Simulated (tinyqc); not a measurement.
Inside a calculation. Model: trench capacitor in an array: capacitance, non-linearity, leakage and relaxation.

Numbers from tinyqc (`OMP_NUM_THREADS=1 python tinyqc.py 2102139 2102140 out.jsonl`; about 0.01 s on one thread of a shared Intel Xeon 2.30GHz). Printed values are rounded.

A film between two metal electrodes, each interface adding a series capacitance ci. The small-signal permittivity is ek (1 + aq E^2); the field is found with the linear permittivity. Leakage J = J0 sinh(E/Ef). After a voltage step the film passes a relaxation current kr C V tt^(-nr), tt being the time in seconds. The sidewall is a coaxial capacitor with radii a = dm/2 - t and b = dm/2, depth AR dm; the end face is left out.

Parameters, values chosen for the exercise; permittivity of the order of that of hafnium oxide: relative permittivity of the film ek = 21.8; film thickness t = 29 nm; capacitance of each electrode interface (dead layer and screening) ci = 110 uF/cm^2; quadratic field coefficient of the permittivity aq = 0.0051 cm^2/MV^2; bias V = 1.8 V; leakage prefactor J0 = 4.8e-10 A/cm^2; field for an e-fold rise of the leakage Ef = 0.38 MV/cm; diameter of the hole dm = 160 nm; aspect ratio, depth over diameter AR = 30; pitch of the square array pt = 300 nm; resistivity of the inner electrode rho = 440 uohm cm.

Constants: eps0 = 8.8541878128e-14 F/cm where lengths are in cm. Results are converted to the units shown.

## Planar capacitance, field and non-linearity

Planar film: Cf = eps0 ek/t, 1/C = 1/Cf + 2/ci, EOT = 3.9 eps0/C, effective permittivity C t/eps0, E = (V/t) C/Cf; quadratic coefficient [C(V)/C - 1]/V^2 with Cf (1 + aq E^2) in C(V).

Cf = 0.665591 uF/cm^2
C = 0.657632 uF/cm^2
EOT = 5.25086 nm
effective permittivity = 21.5393
E = 0.613268 MV/cm
quadratic coefficient = 584.914 ppm/V^2
J = 1.15753e-9 A/cm^2

The interfaces take 1.20 % of the voltage.

## Cell capacitance, fields and time constant

Per length 1/c = ln(b/a)/(2 pi eps0 ek) + (1/a + 1/b)/(2 pi ci); cell capacitance c AR dm; per footprint over pt^2; fields c V/(2 pi eps0 ek r) at r = a and b; resistance of the inner electrode rho AR dm/(pi a^2); time constant R C/3 of the distributed line.

a = 51 nm
b = 80 nm
cell capacitance = 12.7708 fF
capacitance per footprint = 14.1898 uF/cm^2
field at a = 0.774274 MV/cm
field at b = 0.493600 MV/cm
R = 2.58466 kohm
R C/3 = 11.0027 ps

The array gives 21.6 times the planar capacitance per footprint; curvature makes the field at the inner electrode 1.26 times the planar value.
